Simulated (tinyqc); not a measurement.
What moves the results: exciton in an atomically thin sheet (Rytova-Keldysh potential). A value that a table varies takes the place of the one given here.

Relative motion in the plane with V(k) = -2 pi q/(k (kap + r0 k)), q = e^2/(4 pi eps0), c = hbar^2/2m0. Normalised Gaussians exp(-a_i r^2): with A = a_i + a_j, S_ij = 2 sqrt(a_i a_j)/A, T_ij = (4c/mu)(a_i a_j/A) S_ij, V_ij = -q S_ij times the integral over k from 0 to infinity of exp(-k^2/4A)/(kap + r0 k).

Converged values use 20 Gaussians with exponents 2^i/b^2, i = -11 to 8, b the larger of a0 kap/(2 mu) and sqrt(a0 r0/mu), a0 = 0.5291772 angstrom; p states use r exp(i theta) exp(-a r^2).

Constants: hbar^2/2m0 = 3.80998211 eV angstrom^2; e^2/(4 pi eps0) = 14.39964547 eV angstrom; Ry = 13.60569312 eV.

Parameters, chosen for this exercise (near those of a MoS2 monolayer; shifted at random, so the results belong to these values and not to a real crystal):
```
symbol  value                   unit      meaning
r0      39.6                    angstrom  screening length of the sheet
kaps    (1, 2, 3, 4, 6, 9, 15)            surroundings
me      0.458                   m0        electron mass
mh      0.545                   m0        hole mass
kap     2.45                              mean dielectric constant of the surroundings
Eg      2.142                   eV        gap, in these surroundings
```

## Dielectric surroundings

mu = 0.248863 m0

Converged 1s and 2s bindings; the hydrogen value is 4 Ry mu/kap^2.

Bindings (meV):
```
kap      1s     2s  2s line - 1s line  hydrogen 1s  1s/2s
1.00  573.5  264.7              308.8        13544   2.17
2.00  375.9  133.3              242.6         3386   2.82
3.00  276.3   80.9              195.5         1505   3.42
4.00  214.7   54.2              160.5          846   3.96
6.00  142.3   29.1              113.2          376   4.89
9.00   87.6   14.8               72.8          167   5.93
15.0   42.5    5.9               36.5           60   7.16
```

How do the results move?

The 1s binding falls by a factor 13.5 where the hydrogen model gives 225; the local exponent d ln E/d ln kap moves from -0.61 to -1.42, towards -2. The ratio 1s/2s climbs from 2.2 to 7.2, towards the hydrogen value 9, as r0/kap shrinks from 39.6 to 2.6 angstrom.

## What each parameter does

1/mu = 1/me + 1/mh; converged values. Eg is held fixed when kap or r0 changes: the shrinking of the gap by stronger screening, which offsets most of the shift of the 1s line, is left out. Each row changes one parameter from the base and keeps the others.

Results:
```
case                1s binding (meV)  2s - 1s (meV)  2s - 2p (meV)  1s line (eV)
base                           324.3          219.5           30.8         1.818
me = 0.55 m0                   336.1          225.0           32.4         1.806
mh = 0.436 m0                  311.1          213.2           29.1         1.831
kap = 3.92                     218.8          163.0           16.9         1.923
r0 = 31.7 angstrom             371.6          257.8           34.1         1.770
Eg = 2.25 eV                   324.3          219.5           30.8         1.926
```

What can be read from the table?

The largest shifts from the base row, up to three for each result and ties (the steps differ in size, so this ranks the rows, not the parameters). 1s binding (meV): kap -105.5, r0 +47.3, mh -13.2; unchanged at the printed digits by Eg. 2s - 1s (meV): kap -56.5, r0 +38.3, mh -6.3; unchanged at the printed digits by Eg. 2s - 2p (meV): kap -14.0, r0 +3.2, mh -1.7; unchanged at the printed digits by Eg. 1s line (eV): Eg +0.108, kap +0.106, r0 -0.047.

Program tinyqc; command `OMP_NUM_THREADS=1 python tinyqc.py 1282605 1282606 out.jsonl`; about 0.02 s on one thread of a shared Intel(R) Xeon(R) Processor @ 2.30GHz.
